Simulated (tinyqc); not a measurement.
# Interdiffusion in a binary couple: Darken equations, Kirkendall shift and Boltzmann-Matano analysis, step by step

A worked calculation. Computed by tinyqc, a small Python program that keeps every step. Command: `OMP_NUM_THREADS=1 python tinyqc.py 3001071 3001072 out.jsonl darken walk`. One thread of a shared host (Intel(R) Xeon(R) Processor @ 2.30GHz), about 0.01 s of CPU time with the checks. Intermediate numbers are printed to about 7 digits and carried at full precision; extremes and crossings named in words are read from the listed rows.

x is the mole fraction of B; the molar volume is constant, and the two halves are long enough to count as infinite.

Inputs (values chosen for the exercise, for a model alloy A-B):
```
quantity                            value   unit
tracer diffusivity D*_A(0)        1.6e-14  m^2/s
tracer diffusivity D*_B(0)        9.2e-14  m^2/s
slope k of ln D* with x               2.4      -
regular-solution parameter W       -0.096     eV
temperature T                        1160      K
left composition x_L                 0.38      -
right composition x_R                0.93      -
time t                              10000      s
composition x for the local step     0.52      -
```

Vacancy-wind correction: none.

Constants: k_B = 8.617333262e-05 eV/K.

## Diffusivities at one composition

D*_i(x) = D*_i(0) exp(k x); thermodynamic factor Phi = 1 - 2 W x (1 - x)/(k_B T); intrinsic D_i = D*_i Phi; interdiffusion D~ = x D_A + (1 - x) D_B.

thermodynamic factor Phi = 1.479419

intrinsic D_A = 8.245378e-14 m^2/s

intrinsic D_B = 4.741093e-13 m^2/s

interdiffusion coefficient D~ at the local x = 2.704484e-13 m^2/s

A negative W (tendency to order or compound) speeds mixing: Phi is above 1.

## Composition profile

With lambda = z/sqrt(t), the profile solves d/dlambda (D~ dx/dlambda) + (lambda/2) dx/dlambda = 0 with x = x_L and x_R far to the left and right; z = 0 is the original interface. It is solved as a boundary-value problem in y = lambda/sqrt(D~ at the mean composition) on -12 < y < 12 (collocation, tolerance 1e-8). The last column is the error-function profile for a constant D~ taken at the mean composition.

D~ at the mean composition = 2.916021e-13 m^2/s

Profile at time t:
```
y        z (um)          x  dx/dz (1/um)  x for constant D~
-3.0  -162.0006  0.3860374   0.000241868          0.3893211
-2.0  -108.0004  0.4184821   0.001096005          0.4232573
-1.5   -81.0003  0.4568369   0.001751839          0.4594322
-1.0   -54.0002  0.5124973   0.002344006          0.5118625
-0.5   -27.0001  0.5813516   0.002711442          0.5790102
0.0      0.0000  0.6564336   0.002805471          0.6550000
0.5     27.0001  0.7305876   0.002648517          0.7309898
1.0     54.0002  0.7975032   0.002274914          0.7981375
1.5     81.0003  0.8518709   0.001729748          0.8505678
2.0    108.0004  0.8902599   0.001114897          0.8867427
3.0    162.0006  0.9237795   0.000252258          0.9206789
```

At the original interface x = 0.6564, against the mean 0.6550. D~ is 0.979 times as large at x_R as at x_L, about the same at both ends.

## Boltzmann-Matano quantities at composition x

Read from the profile: the position z(x), the area -int_(x_L)^x z dx and the slope.

position z(x) = -50.83798 um

area -int z dx from x_L to the local x = 12.98492 um

slope dx/dz at the local x = 0.002400628 1/um

## Boltzmann-Matano diffusivity

D~(x) = area/(2 t slope), with z counted from the original interface (the Matano plane); 1 um^2 = 1e-12 m^2.

D~ from the profile = 2.704484e-13 m^2/s

It returns the value of D~ 2.7045e-13 m^2/s that went in.

## Kirkendall markers

Lattice planes move with v = (D_B - D_A) dx/dz; markers from the original interface stay at one composition, where z_K = 2 t v.

marker position z_K = 32.10541 um

composition at the markers = 0.7439719

number of solutions = 1

The markers move towards the B-rich side, the side that loses atoms of the faster species (B); vacancies flow the same way and may condense there as voids.

Checks made by the program: mass balance about the original interface (Matano plane at z = 0) (relative difference below 1e-10); Boltzmann-Matano against the Darken value (relative difference 2e-07).
